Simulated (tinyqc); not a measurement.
Haynes-Shockley experiment: what a collector records, against the distance from injector to collector.

A sheet injected at x = 0, t = 0 gives at x = L the signal n(t) = N0 exp(-t/tau - (L - v t)^2/(4 D t))/sqrt(4 pi D t), D = mu Vt, v = mu F. Its peak lies at tp = [-D + sqrt(D^2 + u^2 L^2)]/u^2, u^2 = v^2 + 4 D/tau; dt is the full width at half height. Simple readings: mobility L/(F tp), diffusion coefficient (L dt/tp)^2/(16 ln 2 tp). Area v times the integral of n over N0: (v/u) exp(L (v - u)/(2 D)).

Values chosen for this exercise: temperature T = 350 K; minority-carrier mobility mu = 1880 cm^2/(V s); sweep field along the drift F = 4.2 V/cm; lifetime tau = 1.3e-5 s.

Constants: q = 1.602176634e-19 C, kB = 1.380649e-23 J/K, Vt = kB T/q. Results are converted to the units shown.

Result of one run:

| L (um) | L/v (us) | tp (us) | dt (us) | apparent mobility (cm^2/(V s)) | apparent D (cm^2/s) | area | exp(-L/(v tau)) |
|---|---|---|---|---|---|---|---|
| 2200 | 27.86 | 23.93 | 13.67 | 2189 | 59.55 | 0.1183 | 0.1173 |

What becomes of these results when the distance from injector to collector L is changed from 2200 to 190 um, all else the same?

Result of the changed run:

| L (um) | L/v (us) | tp (us) | dt (us) | apparent mobility (cm^2/(V s)) | apparent D (cm^2/s) | area | exp(-L/(v tau)) |
|---|---|---|---|---|---|---|---|
| 190 | 2.406 | 1.532 | 3.321 | 2953 | 99.87 | 0.7430 | 0.8310 |

The whole series:

| L (um) | L/v (us) | tp (us) | dt (us) | apparent mobility (cm^2/(V s)) | apparent D (cm^2/s) | area | exp(-L/(v tau)) |
|---|---|---|---|---|---|---|---|
| 120 | 1.520 | 0.8091 | 2.351 | 3531 | 135.5 | 0.7921 | 0.8897 |
| 190 | 2.406 | 1.532 | 3.321 | 2953 | 99.87 | 0.7430 | 0.8310 |
| 310 | 3.926 | 2.832 | 4.591 | 2606 | 80.44 | 0.6658 | 0.7393 |
| 510 | 6.459 | 5.043 | 6.192 | 2408 | 70.13 | 0.5545 | 0.6084 |
| 830 | 10.51 | 8.608 | 8.144 | 2296 | 64.59 | 0.4139 | 0.4455 |
| 1400 | 17.73 | 14.98 | 10.79 | 2225 | 61.25 | 0.2458 | 0.2557 |
| 2200 | 27.86 | 23.93 | 13.67 | 2189 | 59.55 | 0.1183 | 0.1173 |
| 3700 | 46.86 | 40.72 | 17.87 | 2164 | 58.38 | 0.03002 | 0.02720 |

True values: mu = 1880 cm^2/(V s), D = 56.7 cm^2/s. The apparent mobility is 88 % above the true one in the first row and 15 % above it in the last, and the apparent D 2.39 times and 3.0 % above D. The peak always comes before L/v, since spreading and decay both weigh down the later part of the signal; the shift is 47 % and 13 % in these rows.

Numbers from tinyqc (`OMP_NUM_THREADS=1 python tinyqc.py 2310108 2310109 out.jsonl`; about 0.01 s on one thread of a shared Intel Xeon 2.30GHz).
